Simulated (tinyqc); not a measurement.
Matthiessen's rule against the full average: mobility of a non-polar semiconductor in the relaxation-time approximation. Computed by tinyqc, a small Python program. Command: `OMP_NUM_THREADS=1 python tinyqc.py 3001424 3001425 out.jsonl rta walk`. One thread of a shared host (Intel(R) Xeon(R) Processor @ 2.30GHz), about 0.01 s of CPU time with the checks.

Each valley is treated as a sphere of mass m_d for states and rates, with one isotropic relaxation time; the conductivity mass m_c sets the current.

Inputs (values chosen for the exercise, modelled on electrons in diamond):
```
quantity                                            value       unit
longitudinal mass m_l                                1.47        m_0
transverse mass m_t                                 0.273        m_0
equivalent valleys Z                                    6          -
static permittivity eps_s                             5.7          -
density rho                                          3515     kg/m^3
sound velocity v_l                                  17800        m/s
acoustic deformation potential D_A                    8.2         eV
phonon energy hbar w                                  141        meV
optical or intervalley deformation potential D_o      8.4  1e8 eV/cm
final valleys Z_f                                       5          -
carrier density n                                 2.5e+16     1/cm^3
compensation ratio C                                    0          -
temperature T                                         350          K
```

Band: parabolic. Impurity formula: Brooks-Herring. Further scattering: none.

Constants: k_B = 8.617333262e-05 eV/K; m_0 = 9.1093837015e-31 kg; e = 1.602176634e-19 C; hbar = 1.054571817e-34 J s; eps_0 = 8.8541878128e-12 F/m; k_B = 1.380649e-23 J/K; hbar = 6.582119569e-16 eV s.

Method:
- m_d = (m_l m_t^2)^(1/3); 1/m_c = (1/m_l + 2/m_t)/3; Hall mass factor A = 3 K_m (K_m + 2)/(2 K_m + 1)^2, K_m = m_l/m_t; N_I = n (1 + C)/(1 - C).
- Parabolic band: E = hbar^2 k^2/(2 m), speed v = hbar k/m, states per spin, volume and energy g(E) = m k/(2 pi^2 hbar^2). Here m = m_d. Masses are multiplied by m_0 and all formulas are in SI units.
- The reduced Fermi level eta = E_F/(k_B T) solves n = 2 Z int g f dE with f = 1/(1 + exp(x - eta)) (Z = 1 unless valleys are given); screening length L_s = sqrt(eps_s eps_0 k_B T/(e^2 dn/deta)), dn/deta = 2 Z int g f (1 - f) dE.
- Integrals over x = E/(k_B T) use 160 Gauss-Legendre points in u = sqrt(x) from 0 to sqrt(max(eta, 0) + 32).
- Phonon occupation N_q = 1/(exp(hbar w/(k_B T)) - 1).
- Acoustic deformation potential (elastic, equipartition, absorption and emission together): 1/tau = 2 pi k_B T D_A^2 g(E)/(hbar rho v_l^2).
- Optical or intervalley deformation potential: 1/tau = (pi Z_f D_o^2/(rho w)) [N_q g(E + hbar w) + (N_q + 1) g(E - hbar w)], with g = 0 below the band edge.
- Each optical term is multiplied by (1 - f(E'))/(1 - f(E)), E' the final energy, for Pauli blocking.
- Singly charged impurities, momentum relaxation: 1/tau = N_I e^4 m (1 + 2 alpha E) Phi/(8 pi (eps_s eps_0)^2 hbar^3 k^3), with alpha = 0 for a parabolic band.
- Brooks-Herring: Phi = ln(1 + b) - b/(1 + b), b = 4 k^2 L_s^2.
- mu = (m_d/m_c) (2 Z e/(3 n k_B T)) int g v^2 tau f (1 - f) dE.
- Averages over x are split at the emission threshold x_0 = hbar w/(k_B T): 64 Gauss-Legendre points in sqrt(x) below it and 128 in sqrt(x - x_0) above it, up to x = max(eta, 0) + 32.
- Rates are added at each energy before the average. With <y> = int g v^2 y f (1 - f) dE: Hall factor r_H = A (3 n k_B T/(2 Z m_d)) <tau^2/(1 + 2 alpha E)>/<tau>^2 (alpha = 0 for a parabolic band); Hall mobility r_H mu; |S| = (k_B/e) (<x tau>/<tau> - eta); resistivity 1/(n e mu).
- Matthiessen's rule adds 1/mu of the separate processes.

acoustic mobility = 6475.06 cm^2/(V s)

optical mobility = 37907.3 cm^2/(V s)

ionised impurity mobility = 7863.80 cm^2/(V s)

drift mobility mu = 2241.74 cm^2/(V s)

Separate mobilities:
```
process           mu (cm^2/(V s))  share of the sum of 1/mu (%)
acoustic                     6475                        50.145
optical                     37907                         8.565
ionised impurity             7864                        41.290
```

mobility by Matthiessen's rule = 3246.9 cm^2/(V s)

excess of Matthiessen's rule over the full mu = 44.839 %

What does the comparison show, and why?

The rule gives 3247 against the full 2242, 44.8 % too high; it can only overestimate, since each separate average is carried by the energies where that process is weak. The error is large because acoustic and ionised impurity scattering both carry weight and depend on energy in different ways. Caution: n is taken as given; at low temperature (in diamond even at 300 K) real dopants can freeze out, which changes n and N_I.
